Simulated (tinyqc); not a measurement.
Double-gate transistor below threshold, two-dimensional Poisson equation on a small mesh: effect of the acceptor density of the depleted body.

Half of a symmetric double-gate structure: row 0 is the mid-plane of the body, where the normal field vanishes. Mobile charge is neglected (subthreshold), the body is fully depleted, and potentials are counted from the intrinsic level; rows run upward to the gate, columns from source to drain.

Mesh: rows i = 0..12 in the semiconductor (step hs = tb/12, row 12 on the interface), then 8 step(s) ho = tox/8 up to the gate row 20; columns j = 0..80 (step hy = L/80). Box integration, divided by eps0: up_i = eps hy/h of the interval above row i, dn_i = that of the interval below (0 for row 0), lat_i = (sum of eps h/2 over the intervals above and below)/hy, s_i = -q Na w_i hy/eps0 with w_i the semiconductor height of the box (hs/2 for row 0 and the interface row, hs between, 0 in the insulator). Each free node obeys (up + dn + 2 lat) psi = up psi(above) + dn psi(below) + lat [psi(left) + psi(right)] + s. Fixed values: gate row Vg - Vfb; column 0 at Vbi and the last column at Vbi + Vd in the semiconductor, each running linearly to Vg - Vfb across the insulator. The system is solved directly. On row 0 the minimum of psi and its place come from a parabola through the three lowest nodes; barrier = Vbi - minimum, swing = Vt ln 10/(d psi/dVg), DIBL = (d psi/dVd)/(d psi/dVg) there. Lambda = pi/k with k the smallest positive root of tan(k tox) tan(k tb) = eox/eps_r.

Inputs (values chosen for the exercise); semiconductor permittivity made up:
- T = 250 K (temperature)
- eps_r = 8.91 (relative permittivity of the semiconductor)
- eox = 22 (relative permittivity of the insulator)
- tb = 3 nm (half the body thickness)
- tox = 5.4 nm (insulator thickness)
- L = 24 nm (channel length)
- Vbi = 0.46 V (potential of the source)
- Vfb = -0.03 V (gate offset)
- Vg = 0 V (gate voltage)
- Vd = 0.05 V (drain voltage)

Constants: q = 1.602176634e-19 C, kB = 1.380649e-23 J/K, Vt = kB T/q, eps0 = 8.8541878128e-14 F/cm where lengths are in cm. Results are converted to the units shown.

Effect of the acceptor density of the depleted body:

| Na (cm^-3) | L/Lambda | barrier (V) | place y/L | swing (mV/decade) | DIBL (mV/V) |
|---|---|---|---|---|---|
| 0 | 1.764 | 0.3662 | 0.4900 | 57.72 | 77.23 |
| 5e17 | 1.764 | 0.3763 | 0.4901 | 57.72 | 77.31 |
| 1e18 | 1.764 | 0.3864 | 0.4903 | 57.72 | 77.39 |
| 2e18 | 1.764 | 0.4066 | 0.4906 | 57.72 | 77.53 |
| 3e18 | 1.764 | 0.4268 | 0.4909 | 57.72 | 77.66 |
| 5e18 | 1.764 | 0.4672 | 0.4915 | 57.72 | 77.90 |

As Na goes from 0 to 5e18 cm^-3, the barrier rises from 0.366 to 0.467 V, the swing stays near 57.7 mV a decade and DIBL rises from 77.2 to 77.9 mV/V; the ideal swing is 49.6. The barrier top moves from y/L = 0.490 to 0.492.

Numbers from tinyqc (`OMP_NUM_THREADS=1 python tinyqc.py 2480083 2480084 out.jsonl`; about 0.1 s on one thread of a shared Intel Xeon 2.30GHz).
